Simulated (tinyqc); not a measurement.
Worked calculation: RKS/LDA (PW92) in the 6-31g basis, for H3+, spin multiplicity 1. One step of it, computed by the program tinyqc.

Question. Iteration 58 (converged): orbitals. Diagonalise F' = X^T F X, C = X C', fill 1 alpha and 1 beta electrons from the bottom; D = 2 C_occ C_occ^T. Each column has its largest component positive (the first on a tie).

converged F (hartree):
```
           1H 1s      1H 2s      2H 1s      2H 2s      3H 1s      3H 2s
1H 1s  -0.339079  -0.541111  -0.097067  -0.234810  -0.068853  -0.203018
1H 2s  -0.541111  -0.523852  -0.234810  -0.351484  -0.203684  -0.320599
2H 1s  -0.097067  -0.234810  -0.339079  -0.541111  -0.068853  -0.203018
2H 2s  -0.234810  -0.351484  -0.541111  -0.523852  -0.203684  -0.320599
3H 1s  -0.068853  -0.203684  -0.068853  -0.203684  -0.345182  -0.543260
3H 2s  -0.203018  -0.320599  -0.203018  -0.320599  -0.543260  -0.518539
```

X:
```
           1H 1s      1H 2s      2H 1s      2H 2s      3H 1s      3H 2s
1H 1s   1.261090  -0.514546   0.033161   0.016770   0.028568   0.025209
1H 2s  -0.514546   1.480186   0.016770  -0.304244   0.021057  -0.252491
2H 1s   0.033161   0.016770   1.261090  -0.514546   0.028568   0.025209
2H 2s   0.016770  -0.304244  -0.514546   1.480186   0.021057  -0.252491
3H 1s   0.028568   0.021057   0.028568   0.021057   1.259597  -0.509643
3H 2s   0.025209  -0.252491   0.025209  -0.252491  -0.509643   1.443651
```

Give: F' = X^T F X; orbital energies; coefficients C; D after iteration 58.

Answer.

F' = X^T F X (hartree):
```
        1       2       3       4       5       6
1   0.013  -0.488   0.027  -0.052   0.035  -0.039
2  -0.488  -0.120  -0.052  -0.084  -0.042  -0.079
3   0.027  -0.052   0.013  -0.488   0.035  -0.039
4  -0.052  -0.084  -0.488  -0.120  -0.042  -0.079
5   0.035  -0.042   0.035  -0.042   0.006  -0.489
6  -0.039  -0.079  -0.039  -0.079  -0.489  -0.127
```

orbital energies (hartree): MO1 -0.708, MO2 -0.490, MO3 -0.462, MO4 0.411, MO5 0.413, MO6 0.500

coefficients C:
```
         MO1     MO2     MO3     MO4     MO5     MO6
1H 1s  0.236  -0.193   0.337  -0.884   0.469   0.806
1H 2s  0.273  -0.329   0.641   1.150  -0.603  -0.577
2H 1s  0.236  -0.193  -0.337   0.884   0.469   0.806
2H 2s  0.273  -0.329  -0.641  -1.150  -0.603  -0.577
3H 1s  0.228   0.395   0.000   0.000  -1.066   0.710
3H 2s  0.266   0.690   0.000   0.000   1.312  -0.453
```

D after iteration 58:
```
       1H 1s  1H 2s  2H 1s  2H 2s  3H 1s  3H 2s
1H 1s  0.111  0.129  0.111  0.129  0.107  0.125
1H 2s  0.129  0.149  0.129  0.149  0.124  0.145
2H 1s  0.111  0.129  0.111  0.129  0.107  0.125
2H 2s  0.129  0.149  0.129  0.149  0.124  0.145
3H 1s  0.107  0.124  0.107  0.124  0.104  0.121
3H 2s  0.125  0.145  0.125  0.145  0.121  0.141
```
